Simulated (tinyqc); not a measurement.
What each parameter does: hydrogenic donor in a hard-walled well (variational).

Trial function cos(pi z/L) exp(-r/lam), r measured from the donor at zi, walls at +/- L/2, one eps everywhere. Counted from the lowest subband, E(lam) = c/(m lam^2) - (q/eps) I0/I1, with I0 the integral of cos^2(pi z/L) exp(-2|z - zi|/lam) over the well and I1 the same with the factor (|z - zi| + lam/2); c = hbar^2/2m0, q = e^2/(4 pi eps0). The binding energy is -E at the minimum.

Constants: hbar^2/2m0 = 3.80998211 eV angstrom^2; e^2/(4 pi eps0) = 14.39964547 eV angstrom; Ry = 13.60569312 eV.

Inputs chosen for the exercise (near those of InP; the results hold for these values, not for the real material):
```
symbol  value  unit      meaning
m       0.079  m0        mass
eps     12.7             dielectric constant
L       334    angstrom  well width
zi      0      angstrom  position of the donor from the centre
```

The minimum over lam; Ry* = Ry m/eps^2.

One parameter was then changed.

Results before and after:
```
case,binding (meV),lam (angstrom),binding/Ry*
base,9.23,89.0,1.386
changed,11.05,80.5,1.337
```

Which of these changes was made? (a) m = 0.095 m0; (b) zi = 67 angstrom; (c) eps = 11.4; (d) L = 434 angstrom.

Answer: (c) eps = 11.4. Of the candidates, run in turn, only this one gives the changed row.

All candidates:
```
case,binding (meV),lam (angstrom),binding/Ry*
base,9.23,89.0,1.386
m = 0.095 m0,10.45,74.9,1.304
eps = 11.4,11.05,80.5,1.337
L = 434 angstrom,8.48,90.3,1.273
zi = 67 angstrom,8.06,90.6,1.209
```

tinyqc: `OMP_NUM_THREADS=1 python tinyqc.py 1251405 1251406 out.jsonl`; about 0.01 s, one thread, shared Intel(R) Xeon(R) Processor @ 2.30GHz.
